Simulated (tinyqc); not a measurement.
Keating valence-force model of a tetrahedral crystal: one step, computed by the program tinyqc.

Atom A sits at 0 and atom B at a/4 (1,1,1) of an fcc lattice; the four bonds from A are t = a/4 (1,1,1), a/4 (1,-1,-1), a/4 (-1,1,-1), a/4 (-1,-1,1), of length d = sqrt(3) a/4. Energy: E = (3 alpha/(8 d^2)) sum over bonds (r.r - d^2)^2 + (3 beta/(8 d^2)) sum over pairs of bonds at one atom (r_i.r_j + d^2/3)^2, with beta_A for the six pairs at A and beta_B for the six at B. The cell holds two atoms, Omega = a^3/4. 1 N/m = 1 J/m^2. With constants fitted to the elastic moduli this model puts optical and zone-boundary frequencies of real crystals too high, by up to about 20 % in elemental crystals and up to about 50 % in compounds, and mostly by more for TA modes; in compounds the lattice part of the static dielectric constant then comes out too low.

Question. Frequencies at q. Diagonalise the Hermitian matrix D. An eigenvalue lambda of D in eV/(angstrom^2 u) gives nu = 15.6333042 THz x sqrt(lambda). The weight on A is the sum of |e|^2 over the three components of atom A.

Structure: zinc blende.

D(q) (eV/(angstrom^2 u)), lower triangle (Hermitian):
```
                       A x                    A y                    A z                   B x
A x              0.5080628
A y   0.0031021-0.0005731i              0.4907156
A z   0.0011684-0.0015722i   0.0002528-0.0002350i              0.4903741
B x  -0.2609287-0.0003869i   0.0075327+0.0055316i   0.0028185+0.0147837i             0.1829623
B y   0.0075327+0.0055316i  -0.2609287-0.0003869i   0.0004878+0.0854122i  0.0011171+0.0002064i
B z   0.0028185+0.0147837i   0.0004878+0.0854122i  -0.2609287-0.0003869i  0.0004208+0.0005662i

                      B y        B z
B y             0.1767152
B z  0.0000910+0.0000846i  0.1765923
```

Constants: nu for 1 eV/(angstrom^2 u) = 15.6333042 THz.

Give: frequencies; weights on atom A.

Answer.

frequencies (THz): 1.96  2.02  3.10  12.59  12.61  12.65

weights on atom A: 0.2531  0.2523  0.2346  0.7541  0.7478  0.7581
